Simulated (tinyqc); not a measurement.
Comparisons within one model: valley splitting in a one-orbital chain of atomic planes (second-neighbour model). A value that a table varies takes the place of the one given here.

Each (001) plane carries one orbital with energy e0, hopping v to the next plane and u to the second: E(phi) = e0 + 2 v cos(phi) + 2 u cos(2 phi), where phi = pi - k a/4 (the sign of every second orbital is chosen so that v > 0, which shifts the phase by pi). The minimum lies at cos(phi0) = -v/(4u), phi0 = pi - (pi/2) k0 for a valley at k0 (2 pi/a), and e0 puts it at zero. A slab of N planes has hard walls: the matrix simply ends.

A well of Nw planes between barriers of 40 planes each (as of a SiGe alloy, taken as an offset alone). With x = j - 39.5 for plane j = 0, 1, ..., the potential is V0 (f(x) + f(Nw - x)) + F (j - 40) a/4, f(y) = 1/(1 + exp(y/L)), a step for L = 0; L is in planes, 4 L is about the distance over which f goes from 0.88 to 0.12, and 1 MV/m = 1e-4 V/angstrom.

Constants: hbar^2/2m0 = 3.80998211 eV angstrom^2.

Parameters, chosen for this exercise (near those of the Delta valleys of silicon; abrupt walls in this chain split the valleys several times more than measured wells; shifted at random, so the results belong to these values and not to a real crystal): a = 5.43 angstrom (lattice constant; planes lie a/4 apart); ml = 0.973 m0 (longitudinal mass); N0 = 52 (first number of planes); Nf = 100 (planes in the thick slab); V0 = 0.15 eV (barrier height); F = 8 MV/m (field); Nw = 54 (planes in the well); k0 = 0.876 2 pi/a (position of the valley).

## Splitting against the number of planes

u = 0.551890 eV
v = 0.427272 eV
e0 = 1.186478 eV
phi0 = 1.765575 rad

Ten slabs from N0 on, of thickness (N - 1) a/4 between the outer planes. Effective mass: E1 = (c/ml)(pi/W)^2 with W = (N + 2) a/4: the amplitude vanishes on two missing planes at each end, and the envelope has its nodes N + 2 spacings apart. Large-N estimate of the splitting: 16 pi^2 u |sin(phi0) sin((N + 2) phi0)|/(N + 2)^3.

Doublet (meV):

| N | thickness (angstrom) | mean level | effective mass | splitting | estimate |
|---|---|---|---|---|---|
| 52 | 69.23 | 7.19 | 7.19 | 0.486 | 0.482 |
| 53 | 70.59 | 6.92 | 6.93 | 0.134 | 0.143 |
| 54 | 71.95 | 6.69 | 6.69 | 0.485 | 0.485 |
| 55 | 73.31 | 6.45 | 6.45 | 0.057 | 0.049 |
| 56 | 74.66 | 6.23 | 6.23 | 0.416 | 0.418 |
| 57 | 76.02 | 6.02 | 6.02 | 0.204 | 0.198 |
| 58 | 77.38 | 5.82 | 5.83 | 0.300 | 0.305 |
| 59 | 78.73 | 5.63 | 5.64 | 0.295 | 0.292 |
| 60 | 80.09 | 5.45 | 5.46 | 0.164 | 0.169 |
| 61 | 81.45 | 5.28 | 5.28 | 0.328 | 0.327 |

The mean level falls smoothly, from 7.2 to 5.3 meV, within 0.2 % of the effective-mass value. The splitting swings between 0.057 (N = 55) and 0.486 meV (N = 52): one plane more or less changes the phase between the two walls by phi0 = 1.766 rad. The estimate misses the computed values by at most 0.009 meV.

## Splitting against the electric field

A thick slab in a field F: plane j = 0, 1, ... gains the energy F j a/4 (1 MV/m = 1e-4 V/angstrom), which presses the electron against the first wall. The exponent is the slope of ln(splitting) against ln F between 20 and 50 MV/m.

Doublet:

| F (MV/m) | mean level (meV) | splitting (meV) | splitting/F (meV per MV/m) |
|---|---|---|---|
| 1 | 7.78 | 0.1460 | 0.1460 |
| 2 | 12.19 | 0.2776 | 0.1388 |
| 5 | 22.18 | 0.6920 | 0.1384 |
| 10 | 34.77 | 1.3843 | 0.1384 |
| 20 | 54.31 | 2.7694 | 0.1385 |
| 30 | 70.34 | 4.1551 | 0.1385 |
| 50 | 97.17 | 6.9280 | 0.1386 |

exponent = 1.00

The splitting goes from 0.1460 to 6.9280 meV. At high field it grows as F^1.00: at a single hard wall it follows the squared slope of the envelope, which is proportional to F, while the level itself grows about as F^(2/3) (here F^0.63). A hard wall is the sharpest interface possible; real Si interfaces split several times less.

## Sharp and graded interfaces

The lowest doublet for several interface widths L.

Doublet:

| L (planes) | 4 L (angstrom) | mean level (meV) | splitting (micro-eV) |
|---|---|---|---|
| 0.00 | 0.00 | 26.83 | 1114.21 |
| 0.25 | 1.36 | 26.94 | 579.68 |
| 0.50 | 2.71 | 27.11 | 99.69 |
| 0.75 | 4.07 | 27.34 | 15.10 |
| 1.00 | 5.43 | 27.63 | 2.40 |
| 1.50 | 8.14 | 28.37 | 0.06 |
| 2.00 | 10.86 | 29.27 | 0.00 |

The mean level moves by +2.4 meV over the table, while the splitting falls from 1114.2 micro-eV at a step to 2.40 at L = 1 plane, a factor 464. Coupling the valleys needs the Fourier component of the potential at twice the valley wave vector, a period of a few planes, and grading removes it. Random alloy disorder, left out here, sets the splitting once this part is gone.

## What each parameter does

Step interfaces (L = 0). u, v, e0 follow from 8 u sin^2(phi0) = (2c/ml)/(a/4)^2, v = -4u cos(phi0), e0 = 2u + v^2/(4u), c = hbar^2/2m0. Each row changes one parameter from the base and keeps the others.

Results:

| case | mean level (meV) | splitting (micro-eV) |
|---|---|---|
| base | 26.83 | 1114.2 |
| k0 = 0.886 2 pi/a | 26.83 | 1104.8 |
| ml = 1.07 m0 | 26.02 | 1112.0 |
| V0 = 0.225 eV | 27.62 | 1117.0 |
| F = 16 MV/m | 40.30 | 2215.1 |
| Nw = 55 | 26.82 | 1107.5 |

The largest shifts from the base row, up to three for each result and ties (the steps differ in size, so this ranks the rows, not the parameters). mean level (meV): F +13.47, ml -0.80, V0 +0.80; unchanged at the printed digits by k0. splitting (micro-eV): F +1100.9, k0 -9.4, Nw -6.7.

(tinyqc, `OMP_NUM_THREADS=1 python tinyqc.py 1482872 1482873 out.jsonl`, Intel(R) Xeon(R) Processor @ 2.30GHz, 1 thread, shared host, about 0.02 s.)
